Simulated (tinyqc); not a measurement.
Worked calculation: lattice vibrations of a chain. One step of it, computed by the program tinyqc.

Question. Dynamical matrix at q = 0.47. q is in units of 2 pi/a. A spring k from atom i to atom j, n cells on, adds k to Phi_ii and Phi_jj, -k exp(2 pi i q n) to Phi_ij and the conjugate to Phi_ji (for one atom a cell: 2k (1 - cos 2 pi q n)); D_ij = Phi_ij / sqrt(m_i m_j).

A chain moving along its axis:
```
atom    mass (u)  spring to the next atom (eV/angstrom^2)
1     105.300000                                29.100000
2      62.900000                                21.700000
3      49.400000                                 4.900000
4      39.800000                                 8.100000
```

Give: D(q).

Answer.

D(q) (eV/(angstrom^2 u)):
```
[[0.353, -0.358, 0.000, 0.123+0.023i],
 [-0.358, 0.808, -0.389, 0.000],
 [0.000, -0.389, 0.538, -0.111],
 [0.123-0.023i, 0.000, -0.111, 0.327]]
```
